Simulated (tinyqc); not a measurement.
# Trench capacitor in an array: capacitance, non-linearity, leakage and relaxation, step by step

Computed by the program tinyqc: `OMP_NUM_THREADS=1 python tinyqc.py 2102187 2102188 out.jsonl`, one thread of a shared Intel Xeon 2.30GHz, about 0.01 s for the whole run. Printed values are rounded.

A film between two metal electrodes, each interface adding a series capacitance ci. The small-signal permittivity is ek (1 + aq E^2); the field is found with the linear permittivity. Leakage J = J0 sinh(E/Ef). After a voltage step the film passes a relaxation current kr C V tt^(-nr), tt being the time in seconds. The sidewall is a coaxial capacitor with radii a = dm/2 - t and b = dm/2, depth AR dm; the end face is left out.

Inputs (values chosen for the exercise); permittivity of the order of that of silicon nitride: relative permittivity of the film ek = 7.48; film thickness t = 9.5 nm; capacitance of each electrode interface (dead layer and screening) ci = 1000 uF/cm^2; quadratic field coefficient of the permittivity aq = 0.0033 cm^2/MV^2; bias V = 0.6 V; leakage prefactor J0 = 4.4e-11 A/cm^2; field for an e-fold rise of the leakage Ef = 0.28 MV/cm; diameter of the hole dm = 88 nm; aspect ratio, depth over diameter AR = 30; pitch of the square array pt = 180 nm; resistivity of the inner electrode rho = 160 uohm cm.

Constants: eps0 = 8.8541878128e-14 F/cm where lengths are in cm. Results are converted to the units shown.

## Planar capacitance, field and non-linearity

Planar film: Cf = eps0 ek/t, 1/C = 1/Cf + 2/ci, EOT = 3.9 eps0/C, effective permittivity C t/eps0, E = (V/t) C/Cf; quadratic coefficient [C(V)/C - 1]/V^2 with Cf (1 + aq E^2) in C(V).

Cf = 0.6971508 uF/cm^2
C = 0.6961801 uF/cm^2
EOT = 4.960115 nm
effective permittivity = 7.469585
E = 0.6306996 MV/cm
quadratic coefficient = 3641.251 ppm/V^2
J = 2.069393e-10 A/cm^2

The interfaces take 0.139 % of the voltage.

## Cell capacitance, fields and time constant

Per length 1/c = ln(b/a)/(2 pi eps0 ek) + (1/a + 1/b)/(2 pi ci); cell capacitance c AR dm; per footprint over pt^2; fields c V/(2 pi eps0 ek r) at r = a and b; resistance of the inner electrode rho AR dm/(pi a^2); time constant R C/3 of the distributed line.

a = 34.5 nm
b = 44 nm
cell capacitance = 4.510299 fF
capacitance per footprint = 13.92068 uF/cm^2
field at a = 0.7140085 MV/cm
field at b = 0.5598476 MV/cm
R = 1.129629 kohm
R C/3 = 1.698322 ps

The array gives 20.0 times the planar capacitance per footprint; curvature makes the field at the inner electrode 1.13 times the planar value.
